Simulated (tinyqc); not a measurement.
From vacancy energy E_v back to hopping xi: Gupta-type many-body potential for a metal. Computed by tinyqc, a small Python program. Command: `OMP_NUM_THREADS=1 python tinyqc.py 3016178 3016179 out.jsonl gupta inv`. One thread of a shared host (Intel(R) Xeon(R) Processor @ 2.30GHz), about 0.02 s of CPU time with the checks.

E_i = sum_j A exp(-p (r_ij/r0 - 1)) - xi rho_i^gamma, with rho_i = sum_j exp(-2 q (r_ij/r0 - 1)); gamma = 1/2 is the tight-binding second-moment form. The crystal is fcc unless stated; d is the neighbour distance and a fixed number of shells is kept.

Inputs (values chosen for the exercise, for a model metal):
```
quantity                   value      unit
repulsion A               0.0822        eV
decay p                       11         -
decay q                     2.32         -
reference distance r0      2.556  angstrom
shells kept                    2         -
embedding exponent gamma    0.55         -
```

Constants: 1 eV/angstrom^3 = 160.2176634 GPa.

Method:
- fcc shells: d sqrt(k), k = 1..5, with 12, 6, 24, 12, 24 atoms; Omega = d^3/sqrt2.
- Equilibrium: dE/dd = 0; B = d^2 E''(d)/(9 Omega).
- Repulsion and density of one neighbour in each shell, and their sums.
- Each neighbour j of the vacancy loses one repulsive term and one density term: E_v = sum_shells count x {-repulsion - xi [(rho - density)^gamma - rho^gamma]}. (The removed atom returns to a bulk-like site, so its own energy cancels.)

Problem. A run gave the result below. Find the hopping xi, known to lie between 0.96 and 1.9 eV.

vacancy energy E_v = 1.403303 eV

Solution.

Each step takes the trial c = (a f_b - b f_a)/(f_b - f_a), f being the result less the target and a, b, c the logarithms of the listed values; c replaces end b, the old b replaces a if the sign of f changed, and otherwise f_a is halved.

Scan of the range:
```
hopping xi (eV)  vacancy energy E_v (eV)
0.96                             1.23405
1.08                             1.43986
1.21                             1.67098
1.35                             1.92867
1.51                             2.23350
1.70                             2.60874
1.90                             3.01811
```

False position (Illinois rule, in the logarithm of the input) inside the bracket:
```
step    end a    end b    trial  vacancy energy E_v (eV)
1     0.96000  1.08000  1.05764                  1.40094
2     1.08000  1.05764  1.05898                  1.40327
3     1.08000  1.05898  1.05902                  1.40333
4     1.05898  1.05902  1.05900                  1.40330
```

Vacancy energy E_v rises at every point of a 13-point scan of the range (every second point is shown), so one value fits; it is bracketed by 0.960 and 1.08. Answer: hopping xi = 1.059 eV.
